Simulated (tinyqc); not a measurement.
## The weight eta from points of equal mobility

Problem. If the mobility depends on E = q (Ndep + eta Ns)/(eps0 eps_r) alone, two points of equal mobility on its falling branch have equal E. Find eta and E.

Values chosen for this exercise:

| symbol | value | unit | meaning |
|---|---|---|---|
| eps_r | 11.8 |  | relative permittivity of the semiconductor |

Constants: q = 1.602176634e-19 C, eps0 = 8.8541878128e-14 F/cm where lengths are in cm. Results are converted to the units shown.

Ndep at two body biases (cm^-2): [3.6588568e12, 5.9082009e12]
Ns at which the mobility is the same (cm^-2): [1.9e13, 1.2920692e13]

Answer. eta is the ratio of the differences of Ndep and Ns.

eta = 0.3700
E = 1.639 MV/cm

Numbers from tinyqc (`OMP_NUM_THREADS=1 python tinyqc.py 2510056 2510057 out.jsonl`; about 0.01 s on one thread of a shared Intel Xeon 2.30GHz).
